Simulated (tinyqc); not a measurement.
Comparisons within one model: free-carrier optics of a doped semiconductor (Drude model with one polar phonon). A value that a table varies takes the place of the one given here.

eps(E) = ei [1 - Ep^2/(E^2 + i E Gam)] + (es - ei) wT^2/(wT^2 - E^2 - i E gT), with Ep^2 = 8 pi c (e^2/(4 pi eps0)) N/(m ei), c = hbar^2/2m0, N in 1/angstrom^3 (1e-24 per 1/cm^3); Gam = hbar/tau, tau = mu m m0/e with m0/e = 5.685630e-12 kg/C and mu in m^2/(V s). Energies in meV.

n + i k = sqrt(eps1 + i eps2) with k >= 0; R = ((n - 1)^2 + k^2)/((n + 1)^2 + k^2) at normal incidence from vacuum; alpha = 2 E k/(hbar c), times 1e8 for 1/cm; loss function Im(-1/eps) = eps2/(eps1^2 + eps2^2).

Constants: hbar^2/2m0 = 3.80998211 eV angstrom^2; e^2/(4 pi eps0) = 14.39964547 eV angstrom; hbar = 6.58211957e-16 eV s; hbar c = 1973.269805 eV angstrom.

Parameters, chosen for this exercise (mass and dielectric values near those of InP; N and mu are free inputs; interband absorption and the rise of the mass with filling are left out; not measured data): m = 0.0774 m0 (conductivity mass); ei = 9.49 (high-frequency dielectric constant); wT = 37.2 meV (TO phonon); es = 12.16 (static dielectric constant); N = 1.5e+18 1/cm^3 (carrier density); mu = 2300 cm^2/(V s) (mobility); gT = 0.7 meV (phonon damping); E = 154.3 meV (photon energy).

## The coupled modes against doping

L-, L+ solve E^4 - (wL^2 + Ep^2) E^2 + Ep^2 wT^2 = 0, wL = wT sqrt(es/ei); damping left out; energies in meV.

Modes:
```
N (1/cm^3)      Ep     L-      L+  Ep sqrt(ei/es)
3.0e+16       7.50   6.61   42.26            6.63
9.0e+16      13.00  11.36   42.58           11.48
3.0e+17      23.73  20.08   43.97           20.96
6.0e+17      33.56  26.70   46.76           29.65
9.0e+17      41.10  30.32   50.43           36.31
2.0e+18      61.27  34.65   65.78           54.13
4.0e+18      86.65  36.09   89.33           76.55
9.0e+18     129.98  36.74  131.60          114.83
3.0e+19     237.31  37.07  238.15          209.64
```

wL = 42.11 meV

At low density L- follows Ep sqrt(ei/es) (6.61 against 6.63), a plasmon screened by the lattice, and L+ starts at wL. At the highest density L- has come within 0.13 meV of wT, since the carriers screen the field that lifts wL, and L+ is within 0.84 meV of Ep. The branches are closest, 20.06 meV, at 6e+17 1/cm^3 of those listed. The mass is held fixed, while in a real band it rises with filling.

## Reflectance across the plasma edge

Spectrum:
```
E (meV)     eps1    eps2      R  alpha (1/cm)
5.3      -367.46  465.87  0.931      1.18e+04
15.9      -77.80   37.07  0.910      1.46e+04
26.5      -20.98    8.95  0.851      1.26e+04
37.1       28.28  134.81  0.768      2.78e+04
45.1       -9.05    2.13  0.872      1.38e+04
53.1       -2.42    1.21  0.661      8.61e+03
58.4       -0.07    0.90  0.192      4.13e+03
66.3        2.24    0.61  0.048      1.36e+03
79.6        4.55    0.35  0.132           662
106.1       6.75    0.15  0.197           306
159.2       8.28    0.04  0.235           123
265.3       9.06    0.01  0.251          42.2
```

Ep = 53.1 meV and Gam = 6.5 meV. R is 0.931 at the lowest energy and lowest, 0.048, at 66.3 meV of those listed; without damping and phonon it would vanish at Ep sqrt(ei/(ei - 1)) = 56.1 meV. At the highest energy R is 0.251, against 0.260 for ei alone. Between the last two rows alpha goes as E^-2.09, where the Drude limit far above Ep and Gam is E^-2. Inside the metallic range the phonon cuts a dip in R near L-, below wT = 37.2 meV, which the rows may miss.

## Free-carrier absorption and index change in the near infrared

At the wavelengths listed E = hc/lambda (hc = 1239.841984 eV nm). Approximate forms: alpha = ei Ep^2 Gam/(E^2 sqrt(ei) hbar c) and dn = -sqrt(ei) Ep^2/(2 E^2). The phonon term is left out here.

Free carriers:
```
lambda (micrometre)  E (meV)  alpha (1/cm)  alpha, approximate        dn  dn, approximate
1.31                   946.4          3.20                3.19  -0.00485         -0.00484
1.55                   799.9          4.48                4.47  -0.00679         -0.00678
2.00                   619.9          7.47                7.44   -0.0113          -0.0113
3.00                   413.3          16.9                16.7   -0.0255          -0.0254
5.00                   248.0          47.6                46.5   -0.0713          -0.0705
8.00                   155.0           126                 119    -0.186           -0.181
10.60                  117.0           234                 209    -0.334           -0.317
```

At 1.55 micrometre alpha = 4.48 1/cm and dn = -0.00679; a phase shift of pi needs a length lambda/(2 |dn|) = 114 micrometre, over which the loss is 0.22 dB. The approximate alpha is within 5 % up to 5 micrometre of the wavelengths listed; it needs photon energies well above both Ep and Gam, which lie at 23.4 and 190.7 micrometre. Interband and intervalley absorption are left out.

## What moves the optical constants

At the energy E. Each row changes one parameter from the base and keeps the others.

Results:
```
case                  Ep (meV)  Gam (meV)       R  alpha (1/cm)
base                     53.06       6.50  0.2328           131
N = 2.25e+18 1/cm^3      64.99       6.50  0.2198           203
m = 0.0929 m0            48.44       5.42  0.2369          90.7
mu = 1380 cm^2/(V s)     53.06      10.84  0.2329           216
ei = 9.96                51.80       6.50  0.2437           127
E = 185.2 meV            53.06       6.50  0.2415          88.9
```

The largest shifts from the base row, up to three for each result and ties (the steps differ in size, so this ranks the rows, not the parameters). Ep (meV): N +11.93, m -4.63, ei -1.27; unchanged at the printed digits by mu and E. Gam (meV): mu +4.34, m -1.09; unchanged at the printed digits by N, ei and E. R: N -0.0130, ei +0.0110, E +0.0087. alpha (1/cm): mu +85.2, N +71.5, E -42.2.

tinyqc: `OMP_NUM_THREADS=1 python tinyqc.py 1651601 1651602 out.jsonl`; about 0.01 s, one thread, shared Intel(R) Xeon(R) Processor @ 2.30GHz.
